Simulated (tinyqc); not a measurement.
# Nudged elastic band on a two-dimensional model surface, step by step

A worked calculation. Computed by tinyqc, a small Python program that keeps every step. Command: `OMP_NUM_THREADS=1 python tinyqc.py 3031026 3031027 out.jsonl neb walk`. One thread of a shared host (Intel(R) Xeon(R) Processor @ 2.30GHz), about 0.6 s of CPU time with the checks. Intermediate numbers are printed to about 5 digits and carried at full precision; extremes and crossings named in words are read from the listed rows.

V(x, y) = h u^2 + t x + (kappa/2)(y + c u)^2 with u = x^2/w^2 - 1; the path runs from the minimum near (-w, 0) to that near (w, 0).

Inputs (values chosen for the exercise, for a model surface):
```
quantity,value,unit
height h,0.34,eV
half width w,1.3,angstrom
transverse stiffness kappa,3.3,eV/angstrom^2
curvature c,0.72,angstrom
tilt t,0.088,eV/angstrom
movable images n,7,-
spring constant k_s,0.88,eV/angstrom^2
step factor eta,0.06,angstrom^2/eV
iteration cap,600,-
```

Surface: curved double well. Climbing image: on.

## Stationary points

Newton steps x(new) = x - H^-1 grad V (moves limited to 0.3 angstrom) from (-w, 0), (w, 0) and (0, c) give the two minima and the saddle.

positions (angstrom):
```
,x,y
start,-1.3516,-0.0583
end,1.2414,0.0634
saddle,0.1101,0.7148
```

energies (eV): start -0.11671, end 0.11188, saddle 0.34483

barrier from the start = 0.46154 eV

## Straight-line start

Images are spaced evenly on the line between the minima.

images at the start (angstrom):
```
,x,y
image 1,-1.0274,-0.0430
image 2,-0.7033,-0.0278
image 3,-0.3792,-0.0126
image 4,-0.0551,0.0026
image 5,0.2691,0.0178
image 6,0.5932,0.0330
image 7,0.9173,0.0482
```

energies above the start (eV): [0.2362, 0.7009, 1.1117, 1.2968, 1.1956, 0.8580, 0.4451]

The highest image lies +0.8353 eV from the true barrier.

## Iteration 1

Tangent at image i: towards the higher neighbour if the energies rise or fall through i; at a maximum or minimum, tau = t+ dmax + t- dmin if V(i+1) > V(i-1), else t+ dmin + t- dmax, with t+ = R(i+1) - R(i), t- = R(i) - R(i-1) and dmax, dmin the larger and smaller of |V(i+1) - V(i)| and |V(i-1) - V(i)|; then normalise. Force F = -grad V + (grad V.tau) tau + k_s (|t+| - |t-|) tau. With a climbing image, the highest image feels instead F = -grad V + 2 (grad V.tau) tau and no spring. Update R(new) = R + eta F; the end points stay fixed.

unit tangents:
```
,x,y
image 1,0.99890,0.04687
image 2,0.99890,0.04687
image 3,0.99890,0.04687
image 4,0.99890,0.04687
image 5,0.99890,0.04687
image 6,0.99890,0.04687
image 7,0.99890,0.04687
```

forces (eV/angstrom):
```
,x,y
image 1,-0.0513,1.0927
image 2,-0.0864,1.8411
image 3,-0.1061,2.2613
image 4,0.0208,2.3756
image 5,-0.1024,2.1813
image 6,-0.0804,1.7130
image 7,-0.0460,0.9806
```

images after iteration 1 (angstrom):
```
,x,y
image 1,-1.0305,0.0225
image 2,-0.7085,0.0826
image 3,-0.3856,0.1231
image 4,-0.0538,0.1451
image 5,0.2629,0.1487
image 6,0.5884,0.1358
image 7,0.9145,0.1070
```

## Iteration 2

The formulas are those given above.

unit tangents:
```
,x,y
image 1,0.98302,0.18352
image 2,0.99226,0.12421
image 3,0.99780,0.06636
image 4,0.99965,0.02628
image 5,0.99994,0.01121
image 6,0.99922,-0.03957
image 7,0.99614,-0.08776
```

forces (eV/angstrom):
```
,x,y
image 1,-0.1861,0.9804
image 2,-0.1946,1.5400
image 3,-0.1146,1.8164
image 4,0.1183,1.9019
image 5,-0.0121,1.7823
image 6,0.0601,1.4789
image 7,0.0833,0.9227
```

images after iteration 2 (angstrom):
```
,x,y
image 1,-1.0417,0.0813
image 2,-0.7202,0.1750
image 3,-0.3924,0.2320
image 4,-0.0467,0.2592
image 5,0.2622,0.2556
image 6,0.5920,0.2245
image 7,0.9195,0.1624
```

## All iterations

Start on the straight line; stop when the largest force is below 1e-4 or above 1e6 eV/angstrom.

Course of the band:
```
iteration,highest image (eV),largest force (eV/angstrom)
1,1.2968,2.3757e+00
2,0.9938,1.9055e+00
3,0.8006,1.5288e+00
4,0.6775,1.2276e+00
5,0.5990,9.8671e-01
6,0.5487,7.9398e-01
7,0.5166,6.3963e-01
8,0.4960,5.1598e-01
9,0.4829,4.1690e-01
...,...,...
224,0.4615,1.2772e-04
225,0.4615,1.2381e-04
226,0.4615,1.2001e-04
227,0.4615,1.1633e-04
228,0.4615,1.1277e-04
229,0.4615,1.0931e-04
230,0.4615,1.0596e-04
231,0.4615,1.0271e-04
232,0.4615,9.9559e-05
```

Band at the end:
```
image,x (angstrom),y (angstrom),E (eV)
0,-1.3516,-0.05825,0.00000
1,-1.0758,0.27573,0.05975
2,-0.7299,0.53662,0.21504
3,-0.3221,0.68304,0.38800
4,0.1101,0.71483,0.46154
5,0.4397,0.65011,0.42231
6,0.7473,0.51485,0.33667
7,1.0156,0.31245,0.25939
8,1.2414,0.06342,0.22860
```

energy of the highest image = 0.46154 eV

iterations = 232

largest force at the end = 9.9559e-05 eV/angstrom

Converged in 232 iterations. The climbing image sits on the saddle, so its energy is the barrier.

## Plain band against climbing image

Images are counted without the end points, and convergence is judged on the largest force on an image. Each run starts on the straight line with the same k_s and eta, for at most 1500 iterations; errors are against the Newton saddle; a dash marks a run that did not reach 1e-4 eV/angstrom.

Error of the highest image (meV) and iterations:
```
images,"plain, error","plain, iterations","climbing, error","climbing, iterations"
2,-36.349,108,0,150
3,-15.390,156,0,143
4,-4.896,198,0,146
5,-15.338,255,0,169
6,-0.237,296,0,145
8,-0.233,387,0,212
10,-1.207,461,0,326
```

The plain band underestimates the barrier by 0.23 to 36.35 meV, depending on how near an image falls to the saddle (worst for 2 images, best for 8). The climbing image is within about 0.001 meV in every converged run, so few images suffice for the barrier.

Checks made by the program: climbing image against the Newton saddle (relative difference below 1e-10).
